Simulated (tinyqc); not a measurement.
The product rho l across metals: free and nearly free electrons in a metal.

Constants: hbar^2/2m0 = 3.80998211 eV angstrom^2; hbar = 6.58211957e-16 eV s.

Free electrons with m = 1; fcc cells hold 4 atoms and bcc cells 2; n = atoms z/a^3, kF = (3 pi^2 n)^(1/3), rho l = hbar kF/(n e^2), e = 1.602176634e-19 C. Inputs are chosen for the exercise.

Results:
```
case,lattice,a (angstrom),z,rho (micro-ohm cm),kF (1/angstrom),EF (eV),l (nm),rho l (1e-16 ohm m^2)
near Na,bcc,4.248,1,4.39,0.918,3.21,32.9,14.45
near Ag,fcc,4.061,1,1.62,1.209,5.57,51.3,8.32
near Al,fcc,4.052,3,2.68,1.748,11.64,14.9,3.98
near Ca,fcc,5.524,2,3.23,1.120,4.78,30.0,9.70
near Li,bcc,3.494,1,9.28,1.116,4.74,10.5,9.77
near Cu,fcc,3.588,1,1.83,1.369,7.14,35.5,6.49
```

rho l falls as n^(-2/3): it is lowest for the case near Al and highest for near Na. The lowest bulk rho belongs to near Ag; in very narrow wires, where rho l rules, the order changes. Real Fermi surfaces depart from spheres, most for the polyvalent and noble metals.

tinyqc: `OMP_NUM_THREADS=1 python tinyqc.py 1680374 1680375 out.jsonl`; about 0.01 s, one thread, shared Intel(R) Xeon(R) Processor @ 2.30GHz.
